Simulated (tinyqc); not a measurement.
Hubbard ring of 6 sites, step by step. Computed by tinyqc, a small Python program that keeps every step. Settings: hopping = 1.88, U = 2.5, mixing = 1, iteration cap = 89. Command: `OMP_NUM_THREADS=1 python tinyqc.py 22068 22069 out.jsonl` (the two numbers bound the seeds that draw the settings). One thread of a shared host (Intel(R) Xeon(R) Processor @ 2.60GHz), about 0.3 s of CPU time with the checks. Later iterations appear only in the table of the cycle.

## Mean-field iteration 1

one-body matrix (hopping and site energies) (eV), order 1, 2, 3, 4, 5, 6:
```
[[0.000000, -1.880000, 0.000000, 0.000000, 0.000000, -1.880000],
 [-1.880000, 0.000000, -1.880000, 0.000000, 0.000000, 0.000000],
 [0.000000, -1.880000, 0.000000, -1.880000, 0.000000, 0.000000],
 [0.000000, 0.000000, -1.880000, 0.000000, -1.880000, 0.000000],
 [0.000000, 0.000000, 0.000000, -1.880000, 0.000000, -1.880000],
 [-1.880000, 0.000000, 0.000000, 0.000000, -1.880000, 0.000000]]
```

U = 2.500000 eV

electrons, up and down: [3, 3]

mixing = 1

n(up) at the start (a guess, not normalised): [0.550000, 0.450000, 0.550000, 0.450000, 0.550000, 0.450000]

n(down) at the start (a guess): [0.450000, 0.550000, 0.450000, 0.550000, 0.450000, 0.550000]

H(up) = T + U n(down), H(down) = T + U n(up); fill the lowest levels; n(new) = n + mixing (n(out) - n); E = tr T (rho up + rho down) + U sum n_up n_down of the output.

levels, up (eV): [-2.512077, -0.634151, -0.634151, 3.134151, 3.134151, 5.012077]

levels, down (eV): [-2.512077, -0.634151, -0.634151, 3.134151, 3.134151, 5.012077]

energy = -11.280750 eV

n(up) after iteration 1: [0.527652, 0.472348, 0.527652, 0.472348, 0.527652, 0.472348]

n(down) after iteration 1: [0.472348, 0.527652, 0.472348, 0.527652, 0.472348, 0.527652]

## Mean-field iteration 2

As before.

levels, up (eV): [-2.510635, -0.631271, -0.631271, 3.131271, 3.131271, 5.010635]

levels, down (eV): [-2.510635, -0.631271, -0.631271, 3.131271, 3.131271, 5.010635]

energy = -11.287168 eV

n(up) after iteration 2: [0.515313, 0.484687, 0.515313, 0.484687, 0.515313, 0.484687]

n(down) after iteration 2: [0.484687, 0.515313, 0.484687, 0.515313, 0.484687, 0.515313]

## Convergence

Each step fills the lowest levels of T + U n(other spin) and sets n(new) = n + mixing (n(out) - n); stop when output and input agree to 1e-8.

Course of the cycle:
```
iteration        E (eV)  largest |n(out) - n(in)|  mean |n_up - n_down|
1          -11.28074993                  2.23e-02              0.055304
2          -11.28716759                  1.23e-02              0.030625
3          -11.28913114                  6.83e-03              0.016966
4          -11.28973332                  3.78e-03              0.009400
5          -11.28991814                  2.10e-03              0.005208
6          -11.28997487                  1.16e-03              0.002886
7          -11.28999228                  6.43e-04              0.001599
8          -11.28999763                  3.56e-04              0.000886
9          -11.28999927                  1.98e-04              0.000491
10         -11.28999978                  1.09e-04              0.000272
11         -11.28999993                  6.06e-05              0.000151
...                 ...                       ...                   ...
16         -11.29000000                  3.17e-06              0.000008
17         -11.29000000                  1.75e-06              4.36e-06
18         -11.29000000                  9.72e-07              2.42e-06
19         -11.29000000                  5.39e-07              1.34e-06
20         -11.29000000                  2.98e-07              7.42e-07
21         -11.29000000                  1.65e-07              4.11e-07
22         -11.29000000                  9.16e-08              2.28e-07
23         -11.29000000                  5.08e-08              1.26e-07
24         -11.29000000                  2.81e-08              6.99e-08
25         -11.29000000                  1.56e-08              3.87e-08
26         -11.29000000                  8.64e-09              2.15e-08
```

local moments n_up - n_down: [0.000000, 0.000000, 0.000000, 0.000000, 0.000000, 0.000000]

Converged in 26 iterations. Before convergence this energy mixes input and output and is not variational, so it may rise towards its limit.

## Exact diagonalisation (400 states)

Lowest levels of the sector, and the double occupancy of the lowest state.

lowest levels (eV): [-11.627415, -8.730019, -8.286447, -8.286447, -8.163795, -7.692626]

double occupancy per site = 0.204678

The mean-field solution above lies 0.3374 eV above the exact energy.

## The lowest level by Lanczos steps

From a random start vector (not printed): a_j = <q_j|H|q_j>, b_j = norm of the remainder after orthogonalising; the Ritz value is the lowest eigenvalue of the tridiagonal matrix of a and b so far.

Lanczos:
```
j    a_j (eV)  b_j (eV)  lowest Ritz value (eV)
1   -0.423801  7.799240             -0.42380072
2   -1.724699  7.260943             -8.90056649
3    3.436232  6.404658            -11.07150572
4    4.744105  6.708956            -11.48120710
5    3.935061  6.811752            -11.58261891
6    3.789623  6.794899            -11.61414630
7    5.234238  7.153449            -11.62363183
8    6.440233  7.810063            -11.62627673
9    6.273958  7.024621            -11.62711673
10   5.251341  6.258108            -11.62734698
```
